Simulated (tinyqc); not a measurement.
Plane-wave Kohn-Sham cycle with exchange-only LDA in a layered model solid, step by step. One step of it, computed by the program tinyqc.

Question. Iteration 2: potential. V_H(G) = 4 pi rho(G)/G^2 for G != 0 (uniform background); v_x = -(3 rho/pi)^(1/3); V = V_ext + V_H + v_x; Fourier components f(G_m) = (1/N) sum_j f(x_j) exp(-i G_m x_j).

A solid whose potential varies along x alone (atomic units):
```
parameter                      value
period a                   14.900000
cross-section of the cell  20.000000
electrons per cell                 4
grid points                       16
plane waves -n..n, n               3
k points                           4
V1 in V1 cos(2 pi x/a)     -0.410000
```

density after iteration 1 (e/bohr^3): 0.01488005  0.01519832  0.01519355  0.01411046  0.01288865  0.01229037  0.01212670  0.01209213  0.01208470  0.01209213  0.01212670  0.01229037  0.01288865  0.01411046  0.01519355  0.01519832

Give: Potentials on the grid; V(G_m), m = 0, 1, 2, ....

Answer.

Potentials on the grid (hartree):
```
x          V_ext      V_H      v_x        V
0.0000   -0.4100   0.1277  -0.2422  -0.5245
0.9313   -0.3788   0.1194  -0.2439  -0.5033
1.8625   -0.2899   0.0920  -0.2439  -0.4418
2.7938   -0.1569   0.0465  -0.2380  -0.3484
3.7250         0  -0.0064  -0.2309  -0.2373
4.6562    0.1569  -0.0542  -0.2273  -0.1245
5.5875    0.2899  -0.0899  -0.2262  -0.0263
6.5187    0.3788  -0.1117  -0.2260   0.0411
7.4500    0.4100  -0.1190  -0.2260   0.0650
8.3812    0.3788  -0.1117  -0.2260   0.0411
9.3125    0.2899  -0.0899  -0.2262  -0.0263
10.2438   0.1569  -0.0542  -0.2273  -0.1245
11.1750        0  -0.0064  -0.2309  -0.2373
12.1062  -0.1569   0.0465  -0.2380  -0.3484
13.0375  -0.2899   0.0920  -0.2439  -0.4418
13.9688  -0.3788   0.1194  -0.2439  -0.5033
```

V(G_m), m = 0, 1, 2, ... (hartree): -0.2338  -0.1471  0.0019  -0.0003  0.0001  0.0001  0.0000
